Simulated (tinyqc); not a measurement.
Levels of description: finite square well with mass mismatch (envelope functions).

A square well of width L and depth V0, mass mw inside and mb outside, energies from the bottom of the well, c = hbar^2/2m0. k = sqrt(mw E/c), kappa = sqrt(mb (V0 - E)/c). psi and psi'/m are continuous at the walls (BenDaniel-Duke), so level n solves k L + 2 atan[(k/mw)/(kappa/mb)] = n pi.

Non-parabolic bands: mw is replaced by mw (1 + alpha_w E) and mb by mb (1 - alpha_b (V0 - E)), in k, kappa and the matching condition alike.

Constants: hbar^2/2m0 = 3.80998211 eV angstrom^2.

Parameters, chosen for this exercise (near those of the heavy valleys of a Si film in SiO2; the results hold for these values, not for the real material):
```
symbol   value  unit      meaning
L        60     angstrom  well width
V0       3.262  eV        barrier height
mw       0.91   m0        mass in the well
mb       0.498  m0        mass in the barrier
alpha_w  0.52   1/eV      non-parabolicity in the well
alpha_b  0.15   1/eV      non-parabolicity in the barrier
```

The same well five ways. mb = mw: the barrier takes the mass of the well. psi' continuous: kappa holds mb but the condition drops the masses, k L + 2 atan(k/kappa) = n pi. The last column is measured against BenDaniel-Duke.

Levels (eV):
```
model                E1      E2      E3  E1 - E1(BDD) (meV)
infinite walls   0.0115  0.0459  0.1033                 0.6
mb = mw          0.0107  0.0426  0.0959                -0.2
BenDaniel-Duke   0.0109  0.0434  0.0977                 0.0
psi' continuous  0.0104  0.0416  0.0935                -0.5
non-parabolic    0.0110  0.0432  0.0947                 0.1
```

What can be read from this table?

Hard walls put E1 0.6 meV too high. Ignoring the mass step moves it by -0.2 meV and the wrong matching by -0.5 meV: with mb/mw = 0.55, continuity of psi'/m lets the slope outside be 0.55 times the slope inside, which acts like a harder wall. Non-parabolicity shifts E1 by +0.1 meV, the balance of a heavier mass in the well, which lowers it, and a lighter mass deep in the barrier, which hardens the wall. Among the finite wells the largest departure in E1 is that of the model 'psi' continuous'.

Computed by tinyqc, a small Python program: `OMP_NUM_THREADS=1 python tinyqc.py 1282515 1282516 out.jsonl` (the numbers bound the seed that draws the inputs); one thread of a shared host (Intel(R) Xeon(R) Processor @ 2.30GHz), about 0.02 s for the whole set of steps.
